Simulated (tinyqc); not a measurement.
What moves the results: density of states of one tight-binding band of a chain. A value that a table varies takes the place of the one given here.

E(k) = -2 t cos(2 pi k) - 2 t2 cos(4 pi k); k in fractions of the reciprocal vectors, mesh k_i = j/N with j = 0 .. N-1. Densities are per cell and per spin, so the band holds one state.

Each interval of the mesh is a segment with E linear in k: n = (E - e1)/(e2 - e1), g = 1/(e2 - e1) between its end values.

Gaussian broadening: g(E) = mean over the mesh of exp(-(E - E_k)^2/(2 sigma^2))/(sigma sqrt(2 pi)), n(E) = mean of erfc((E_k - E)/(sigma sqrt 2))/2.

Inputs chosen for the exercise:

| symbol | value | unit | meaning |
|---|---|---|---|
| t | 1.34 | eV | nearest hopping |
| t2 | -0.13 | eV | second hopping |
| N2 | 40 |  | mesh points along each axis in this comparison |
| sigma | 0.402 | eV | Gaussian width |
| E | 1.21 | eV | energy at which the density is wanted |

## Three ways to the same curve

N = N2 here; the reference is the linear method with N = 4000.

g(E) (1/eV):

| E (eV) | reference | linear segments | Gaussian, sigma | Gaussian, sigma/4 | reference n(E) |
|---|---|---|---|---|---|
| -1.932 | 0.241 | 0.259 | 0.262 | 0.252 | 0.241 |
| -1.445 | 0.168 | 0.175 | 0.186 | 0.172 | 0.338 |
| -0.957 | 0.138 | 0.134 | 0.144 | 0.146 | 0.411 |
| -0.470 | 0.123 | 0.123 | 0.126 | 0.052 | 0.475 |
| 0.017 | 0.115 | 0.116 | 0.117 | 0.065 | 0.532 |
| 0.504 | 0.112 | 0.112 | 0.113 | 0.105 | 0.587 |
| 0.992 | 0.113 | 0.112 | 0.115 | 0.154 | 0.642 |
| 1.479 | 0.119 | 0.116 | 0.123 | 0.196 | 0.698 |
| 1.966 | 0.135 | 0.141 | 0.146 | 0.159 | 0.759 |
| 2.453 | 0.178 | 0.171 | 0.190 | 0.163 | 0.834 |

How do the results move?

Root-mean-square errors against the reference: 0.0072 for linear segments, 0.0106 for sigma and 0.0403 for sigma/4. The narrow Gaussian is worse than the wide one, because it resolves the separate mesh levels. The reference is highest at -1.932 eV of the energies listed, and half filling lies between -0.470 and 0.017 eV.

## Convergence with the mesh

At the energy E; the plain count is the share of mesh points below E; the reference is the linear method with N = 4000.

Results:

| N | points | g linear | n linear | g Gaussian | n Gaussian | n plain count |
|---|---|---|---|---|---|---|
| 8 | 8 | 0.1160 | 0.6705 | 0.0584 | 0.6360 | 0.6250 |
| 16 | 16 | 0.1187 | 0.6687 | 0.1109 | 0.6705 | 0.6875 |
| 32 | 32 | 0.1141 | 0.6670 | 0.1173 | 0.6678 | 0.6562 |
| 64 | 64 | 0.1155 | 0.6668 | 0.1173 | 0.6678 | 0.6719 |
| 128 | 128 | 0.1146 | 0.6667 | 0.1173 | 0.6678 | 0.6641 |
| 256 | 256 | 0.1150 | 0.6667 | 0.1173 | 0.6678 | 0.6680 |

reference n and g: 0.6667  0.1149

How do the results move?

The linear n(E) stays within 0.002 of the reference from N = 32 on. The Gaussian g stays within 1 % of its last value from N = 32 on; it tends to the broadened curve, not the true one. At the last mesh it lies +0.002 1/eV from the reference g and the linear g 0.000. The plain count errs by +0.0013 at the last mesh.

## What moves the count of states

Linear method and Gaussian sum with N = 400. Each row changes one parameter from the base and keeps the others.

Results:

| case | n linear | g linear (1/eV) | n Gaussian | g Gaussian (1/eV) |
|---|---|---|---|---|
| base | 0.6667 | 0.1150 | 0.6678 | 0.1173 |
| t = 1.474 eV | 0.6526 | 0.1047 | 0.6533 | 0.1063 |
| E = 1.344 eV | 0.6822 | 0.1168 | 0.6836 | 0.1197 |
| sigma = 0.804 eV | 0.6667 | 0.1150 | 0.6727 | 0.1266 |
| t2 = -0.063 eV | 0.6583 | 0.1239 | 0.6600 | 0.1271 |

What does this show?

The largest shifts from the base row, up to three for each result and ties (the steps differ in size, so this ranks the rows, not the parameters). n linear: E +0.0155, t -0.0141, t2 -0.0084; unchanged at the printed digits by sigma. g linear (1/eV): t -0.0103, t2 +0.0089, E +0.0018; unchanged at the printed digits by sigma. n Gaussian: E +0.0159, t -0.0145, t2 -0.0078. g Gaussian (1/eV): t -0.0110, t2 +0.0098, sigma +0.0093.

Program tinyqc; command `OMP_NUM_THREADS=1 python tinyqc.py 1680378 1680379 out.jsonl`; about 0.01 s on one thread of a shared Intel(R) Xeon(R) Processor @ 2.30GHz.
